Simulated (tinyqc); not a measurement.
# From space width back to amplification rate k_amp

Model: chemically amplified photoresist: aerial image, acid generation, bake, development and line width. Computed by tinyqc, a small Python program. Command: `OMP_NUM_THREADS=1 python tinyqc.py 3018875 3018876 out.jsonl resist inv`. One thread of a shared host (Intel(R) Xeon(R) Processor @ 2.30GHz), about 0.07 s of CPU time with the checks.

Lines and spaces of pitch p with a two-beam-like image; x = 0 is the middle of the bright space. The resist is positive and treated as uniform in depth.

Inputs (values chosen for the exercise, for a model resist at 193 nm):
```
quantity                                         value     unit
pitch p                                            210       nm
image contrast c                                   0.7        -
mean dose E                                       9.46  mJ/cm^2
Dill parameter C                                 0.033  cm^2/mJ
quencher load q, relative to the acid generator  0.097        -
acid diffusivity D                                0.74   nm^2/s
bake time t                                         60        s
threshold protection m_th                         0.62        -
development selectivity n                            8        -
largest rate r_max                                 130     nm/s
smallest rate r_min                              0.013     nm/s
resist thickness d                                 250       nm
development time t_d                                45        s
```

Method:
- Dose E(x) = E [1 + c cos(2 pi x/p)]; acid h = 1 - exp(-C E(x)).
- Bake: the acid image is blurred by a Gaussian of variance sigma^2 = 2 D t (each Fourier term k of h, taken on 64 points, is multiplied by exp(-4 pi^2 k^2 D t/p^2)).
- The quencher then removes q, h_eff = max(h_blurred - q, 0); protection m = exp(-k_amp t h_eff).
- Mack rate r = r_max (a + 1)(1 - m)^n/(a + (1 - m)^n) + r_min, a = ((n + 1)/(n - 1))(1 - m_th)^n.
- Edge: vertical development clears the film where r t_d >= d; the space width is twice the x where r = d/t_d.
- Dose sensitivity = d ln(width)/d ln E from widths at 1.005 E and E/1.005; image log-slope at the edge = |d ln E/dx|, normalised by the width (NILS); latitude for 10 % of width = 10 %/sensitivity.

Problem. A run gave the result below. Find the amplification rate k_amp, known to lie between 0.023 and 0.071 1/s.

space width = 116.0276 nm

Solution.

Each step takes the trial c = (a f_b - b f_a)/(f_b - f_a), f being the result less the target and a, b, c the logarithms of the listed values; c replaces end b, the old b replaces a if the sign of f changed, and otherwise f_a is halved.

Scan of the range:
```
amplification rate k_amp (1/s)  space width (nm)
0.0230                                    80.154
0.0278                                    98.265
0.0335                                   111.966
0.0404                                   123.170
0.0488                                   132.656
0.0588                                   140.678
0.0710                                   147.731
```

False position (Illinois rule, in the logarithm of the input) inside the bracket:
```
step      end a      end b      trial  space width (nm)
1     0.0335000  0.0404000  0.0358533           116.273
2     0.0335000  0.0358533  0.0355915           115.823
3     0.0358533  0.0355915  0.0357102           116.028
4     0.0355915  0.0357102  0.0357100           116.028
5     0.0355915  0.0357100  0.0357100           116.028
6     0.0357100  0.0357100  0.0357100           116.028
```

Space width rises at every point of a 13-point scan of the range (every second point is shown), so one value fits; it is bracketed by 0.0335 and 0.0404. Answer: amplification rate k_amp = 0.03571 1/s.

Caution: lateral development, standing waves and the joint diffusion of acid and quencher are left out, so widths are indicative.
